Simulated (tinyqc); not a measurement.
## Charge-trap memory cell: effect of the gate voltage

Channel, tunnel oxide, storage layer, blocking layer, gate. N electrons per area sit in a sheet at the centroid and shift the threshold by U = (q/eps0) N (tb/eb + xc tn/en). EOT = t1 + 3.9 (tn/en + tb/eb); tunnel field F = (Vg - U)/EOT; dN/dt = eta (J/q)(1 - N/Nm). Fowler-Nordheim: J = A F^2 exp(-B/F), A = q^2/(16 pi^2 hbar mo phi) (times 1e14 for A/cm^2 with F in V/nm, emitter mass m0), B = (4/3) sqrt(mo/C) phi^1.5, C = hbar^2/(2 m0).

After 1e-5 s. The rate equation is integrated from N = 0 to the digits shown; blocking field (3.9 F + q N/eps0)/eb.

Parameters, values chosen for the exercise; oxide values close to those of silicon dioxide, storage layer close to silicon nitride, blocking layer close to aluminium oxide:
- phi = 3.14 eV (tunnel barrier)
- mo = 0.48 m0 (tunnelling mass)
- t1 = 3.8 nm (tunnel oxide (permittivity 3.9))
- tn = 6.7 nm (storage layer)
- en = 7.3 (its relative permittivity)
- tb = 11.8 nm (blocking layer)
- eb = 9 (its relative permittivity)
- xc = 0.56 (charge centroid, share of tn counted from the blocking side)
- eta = 0.98 (capture efficiency of an empty layer)
- Nm = 7.9e12 cm^-2 (trap density)

Constants: q = 1.602176634e-19 C, hbar = 1.054571817e-34 J s, m0 = 9.1093837015e-31 kg, eps0 = 8.8541878128e-14 F/cm where lengths are in cm, hbar^2/(2 m0) = 0.0380998212 eV nm^2. Results are converted to the units shown.

Results:
```
Vg (V)      N/Nm     U (V)  F (V/nm)  blocking field (V/nm)
11.9    7.072e-4  0.001845    0.9524                 0.4128
12.7    0.004537   0.01184     1.016                 0.4408
13.5     0.02254   0.05880     1.076                 0.4698
14.3     0.08308    0.2168     1.127                 0.5017
15.1      0.2145    0.5596     1.164                 0.5384
15.9      0.4013     1.047     1.189                 0.5789
17.5      0.7873     2.054     1.236                 0.6608
```

Estimate the missing row, Vg = 16.7 V.

Computed row:
```
Vg (V)    N/Nm  U (V)  F (V/nm)  blocking field (V/nm)
16.7    0.6030  1.573     1.211                 0.6205
```

With this row back in the table: U rises from 0.00184 to 2.05 V; the slope between neighbouring rows is at most 0.658 and 0.601 between the last two rows. In the upper rows it falls short of the 1 of a floating gate because capture weakens as the traps fill (78.7 % in the last row); where little charge has entered in the time given, the slope is small in any case. The blocking field reaches 6.61 MV/cm, where electrons may escape to the gate, which the model leaves out.

Range of the model: The Fowler-Nordheim form needs F t1 above phi; trap-assisted paths and leakage through the blocking layer are left out.

tinyqc, about 0.03 s, one thread, Intel Xeon 2.30GHz (shared host): `OMP_NUM_THREADS=1 python tinyqc.py 2130028 2130029 out.jsonl`
